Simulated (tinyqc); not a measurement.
Conduction-band anticrossing with a localised impurity level: sweeps and comparisons. A value that a table varies takes the place of the one given here.

Host conduction band EM(k) = Eg - al x + c k^2/mM, c = hbar^2/2m0, coupled to a flat level EI by V = C sqrt(x): H = [[EM, V], [V, EI]], E+/- = (EM + EI)/2 +/- sqrt((EM - EI)^2/4 + V^2). The host weight of a state at E is f = 1/(1 + V^2/(E - EI)^2), and its mass at k = 0 is mM/f. The gap is E-(0), the valence top staying at 0.

Constants: hbar^2/2m0 = 3.80998211 eV angstrom^2.

Values chosen for the exercise (host near GaAs; shifted at random, so the results belong to these values and not to a real crystal): Eg = 1.509 eV (gap at Gamma to the s-like level); mM = 0.0682 m0 (mass of the host band); EI = 1.801 eV (impurity level, from the valence top of the host); C = 2.66 eV (coupling); al = 0.75 eV (linear shift of the host edge); x = 0.003 (impurity fraction); aM = 107 meV/GPa (pressure coefficient of the host edge); aI = 22 meV/GPa (pressure coefficient of the level).

## Impurity fraction

The last column is the bowing that a quadratic law would need at that x, (Eg - gap)/(x (1 - x)), with equal end gaps.

Results:

| x (%) | E- (eV) | E+ (eV) | gap (eV) | host weight of E- | mass of E- | bowing (eV) |
|---|---|---|---|---|---|---|
| 0.1 | 1.4858 | 1.8234 | 1.4858 | 0.934 | 0.0731 | 23.2 |
| 0.2 | 1.4653 | 1.8432 | 1.4653 | 0.888 | 0.0768 | 21.9 |
| 0.5 | 1.4139 | 1.8924 | 1.4139 | 0.809 | 0.0843 | 19.1 |
| 1.0 | 1.3460 | 1.9565 | 1.3460 | 0.745 | 0.0915 | 16.5 |
| 2.0 | 1.2412 | 2.0538 | 1.2412 | 0.689 | 0.0990 | 13.7 |
| 3.0 | 1.1569 | 2.1306 | 1.1569 | 0.662 | 0.1031 | 12.1 |
| 5.0 | 1.0191 | 2.2534 | 1.0191 | 0.633 | 0.1077 | 10.3 |
| 8.0 | 0.8523 | 2.3977 | 0.8523 | 0.614 | 0.1111 | 8.9 |

What can be read from the table?

The apparent bowing falls from 23.2 to 8.9 eV, so no single constant describes the gap: the part from the coupling goes as x while V is small against |EM - EI| and as sqrt(x) beyond (V = |Eg - EI| near x = 1.21 %), with the linear term al x on top; the fall of the gap goes as the power 0.91 of x between the first two rows and 0.62 between the last two. The mass of E- goes from 0.0731 to 0.1111, higher although the gap falls, against the usual k.p trend; with al = 0 the weight tends to 1/2 at large x.

## Pressure

Eg and EI move linearly with pressure; V is kept. The slope of E- is f aM + (1 - f) aI.

Results:

| P (GPa) | EM (eV) | EI (eV) | E- (eV) | E+ (eV) | host weight of E- | slope of E- (meV/GPa) |
|---|---|---|---|---|---|---|
| 0 | 1.5068 | 1.8010 | 1.4468 | 1.8609 | 0.855 | 94.7 |
| 1 | 1.6138 | 1.8230 | 1.5390 | 1.8977 | 0.792 | 89.3 |
| 2 | 1.7208 | 1.8450 | 1.6245 | 1.9413 | 0.696 | 81.2 |
| 3 | 1.8277 | 1.8670 | 1.7004 | 1.9944 | 0.567 | 70.2 |
| 4 | 1.9347 | 1.8890 | 1.7644 | 2.0594 | 0.422 | 57.9 |
| 5 | 2.0417 | 1.9110 | 1.8167 | 2.1361 | 0.295 | 47.1 |
| 6 | 2.1488 | 1.9330 | 1.8596 | 2.2222 | 0.202 | 39.2 |
| 7 | 2.2557 | 1.9550 | 1.8960 | 2.3148 | 0.141 | 34.0 |
| 8 | 2.3628 | 1.9770 | 1.9282 | 2.4116 | 0.101 | 30.6 |

What can be read from the table?

The unmixed levels cross at 3.46 GPa, where E+ - E- has its minimum 2V = 0.291 eV and the weights are 1/2. The slope of E- falls from 95 to 31 meV/GPa, between the limits aM = 107 and aI = 22, as the state turns impurity-like. The X valleys, which pass below the Gamma edge of the host at high pressure, are left out.

## What each parameter does

At k = 0. Each row changes one parameter from the base and keeps the others.

Results:

| case | E- (eV) | E+ (eV) | gap (eV) | mass (m0) |
|---|---|---|---|---|
| base | 1.4468 | 1.8609 | 1.4468 | 0.0797 |
| EI = 1.751 eV | 1.4388 | 1.8190 | 1.4388 | 0.0830 |
| al = 1.25 eV | 1.4455 | 1.8607 | 1.4455 | 0.0797 |
| Eg = 1.559 eV | 1.4888 | 1.8690 | 1.4888 | 0.0830 |
| C = 2.261 eV | 1.4616 | 1.8462 | 1.4616 | 0.0773 |
| x = 0.00345 | 1.4390 | 1.8684 | 1.4390 | 0.0809 |
| mM = 0.05797 m0 | 1.4468 | 1.8609 | 1.4468 | 0.0678 |

How do the results move?

The largest shifts from the base row, up to three for each result and ties (the steps differ in size, so this ranks the rows, not the parameters). E- (eV): Eg +0.0419, C +0.0147, EI -0.0081; unchanged at the printed digits by mM. E+ (eV): EI -0.0419, C -0.0147, Eg +0.0081; unchanged at the printed digits by mM. gap (eV): Eg +0.0419, C +0.0147, EI -0.0081; unchanged at the printed digits by mM. mass (m0): mM -0.0120, EI +0.0033, Eg +0.0033; unchanged at the printed digits by al.

Computed by tinyqc, a small Python program: `OMP_NUM_THREADS=1 python tinyqc.py 1050724 1050725 out.jsonl` (the numbers bound the seed that draws the inputs); one thread of a shared host (Intel(R) Xeon(R) Processor @ 2.30GHz), about 0.01 s for the whole set of steps.
